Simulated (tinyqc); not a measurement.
From results back to parameters: exciton in an atomically thin sheet (Rytova-Keldysh potential). Three cases, with inputs chosen for the exercise.

Problem. The spacing of the 1s and 2s lines was computed from a hidden kap.

Relative motion in the plane with V(k) = -2 pi q/(k (kap + r0 k)), q = e^2/(4 pi eps0), c = hbar^2/2m0. Normalised Gaussians exp(-a_i r^2): with A = a_i + a_j, S_ij = 2 sqrt(a_i a_j)/A, T_ij = (4c/mu)(a_i a_j/A) S_ij, V_ij = -q S_ij times the integral over k from 0 to infinity of exp(-k^2/4A)/(kap + r0 k).

Converged values use 20 Gaussians with exponents 2^i/b^2, i = -11 to 8, b the larger of a0 kap/(2 mu) and sqrt(a0 r0/mu), a0 = 0.5291772 angstrom; p states use r exp(i theta) exp(-a r^2).

Constants: hbar^2/2m0 = 3.80998211 eV angstrom^2; e^2/(4 pi eps0) = 14.39964547 eV angstrom.

Find: kap; 1s binding.

Method. The spacing falls steadily as kap grows, so bisection on kap finds one value; the binding follows from the same solution.

Case 1.

Values chosen (out of a larger set: near those of a MoSe2 monolayer; not measured data): r0 = 53.6 angstrom (screening length of the sheet).

mu = 0.29843 m0
2s - 1s = 241.39 meV

Solution.

kap = 1.00
1s binding = 479 meV

Case 2.

Values chosen (out of a larger set: near those of a WS2 monolayer; not measured data): r0 = 39.2 angstrom (screening length of the sheet).

mu = 0.17893 m0
2s - 1s = 127.73 meV

Solution.

kap = 4.50
1s binding = 163 meV

Case 3.

Values chosen (out of a larger set: near those of a MoSe2 monolayer; not measured data): r0 = 55.9 angstrom (screening length of the sheet).

mu = 0.28848 m0
2s - 1s = 231.66 meV

Solution.

kap = 1.00
1s binding = 460 meV

Computed by tinyqc, one run a case: `OMP_NUM_THREADS=1 python tinyqc.py N N+1 out.jsonl` with N = 1250593, 1250679, 1250732; one thread of a shared Intel(R) Xeon(R) Processor @ 2.30GHz, about 0.02 s a run at most.
